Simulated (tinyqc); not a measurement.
Worked calculation: RKS/B3LYP (VWN-RPA form) in the sto-6g basis, for H3+, spin multiplicity 1. One step of it, computed by the program tinyqc.

Task: Iteration 2: DIIS coefficients. Solve [B -1; -1 0][c; lambda] = [0; -1] for the coefficients, which sum to one.

B (overlaps of the stored error matrices):
```
,1,2
1,8.6597353e-03,-1.1900165e-02
2,-1.1900165e-02,1.6353150e-02
```

Give: DIIS coefficients.

Result:

DIIS coefficients: 0.579  0.421
